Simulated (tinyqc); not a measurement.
Schottky barrier with interface states (Cowley-Sze model), image lowering and contact resistance: one step, computed by the program tinyqc.

An n-type semiconductor under a metal. The barrier lies between the Schottky-Mott limit phi_M - chi and the Bardeen limit E_g - E_n, E_n being the neutrality level of the interface states; the space-charge term of the full Cowley-Sze expression is left out.

Problem. Tunnelling scale and contact resistivity. A* = 4 pi e m_e M_c k_B^2/h^3 (a simple valley count); J_s = A* T^2 exp(-phi/k_B T). E_00 = (e hbar/2) sqrt(N/(m_e eps_s eps_0)), E_0 = E_00 coth(E_00/k_B T); scaling form of the contact resistivity rho_c = (k_B/(e A* T)) exp(phi_B/E_0), which is the thermionic result when E_00 << k_B T and keeps only the leading exponential of tunnelling when E_00 >> k_B T; image lowering is left out of it.

Inputs (values chosen for the exercise, with gap, mass and screening modelled on silicon):
```
quantity                     value   unit
dielectric constant eps_s     11.5      -
electron mass m_e            0.327    m_0
valleys M_c                      6      -
donor density N            2.4e+19  cm^-3
temperature T                  200      K
```

Pinning factor from: interface states.

barrier phi_B = 0.3566105 eV

Constants: k_B = 8.617333262e-05 eV/K; hbar = 1.054571817e-34 J s; m_0 = 9.1093837015e-31 kg; eps_0 = 8.8541878128e-12 F/m; e = 1.602176634e-19 C; k_B = 1.380649e-23 J/K; h = 6.62607015e-34 J s.

Give: E_00; E_00/k_B T; E_0; contact resistivity rho_c.

Solution.

E_00 = 0.04690 eV

E_00/k_B T = 2.721

E_0 = 0.04731 eV

contact resistivity rho_c = 3.430e-06 ohm cm^2

With the usual bounds 0.5 and 5 on E_00/k_B T the regime is thermionic-field emission. Caution: outside the thermionic regime the prefactor of rho_c is only an order-of-magnitude estimate.
